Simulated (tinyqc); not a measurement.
Defect equilibria of an oxide against oxygen pressure (mass action): one step, computed by the program tinyqc.

Defects: oxygen vacancies V (charge +2), electrons n, holes p, the ionic partner X = V_M'' (charge -2), and the dopant. Activities are taken equal to concentrations.

Task: Conductivities. sigma_n = e n mu_n, sigma_p = e p mu_p, sigma_ion = 2 e [V] mu_V with mu_V = 2 e D/(k_B T) and D = D_0 exp(-E_m/k_B T); only the oxygen vacancies carry ionic current, and the ionic transport number is sigma_ion over the total.

Inputs (values chosen for the exercise, for a model oxide):
```
quantity                         value        unit
temperature T                     1100           K
electron mobility mu_n             0.1  cm^2/(V s)
hole mobility mu_p                0.48  cm^2/(V s)
vacancy diffusion prefactor D_0   0.27      cm^2/s
vacancy migration energy E_m      0.69          eV
```

Ionic disorder: Schottky, oxide MO. Dopant (singly charged, fully ionised): acceptor.

n = 3.967415e+20 cm^-3

[V] = 1.986410e+20 cm^-3

p = 4.868718e+08 cm^-3

Constants: k_B = 8.617333262e-05 eV/K; e = 1.602176634e-19 C.

Give: sigma_n; sigma_p; sigma_ion; total conductivity; ionic transport number.

Result:

sigma_n = 6.3565 S/cm

sigma_p = 3.7443e-11 S/cm

sigma_ion = 0.25010 S/cm

total conductivity = 6.6066 S/cm

ionic transport number = 0.037857

The conductor is mainly n-type electronic here. Caution: one of n, p, [V] and [X] is above 2e20 cm^-3, near 1 % of the sites of a usual oxide, where defects associate and the ideal mass-action laws fail.
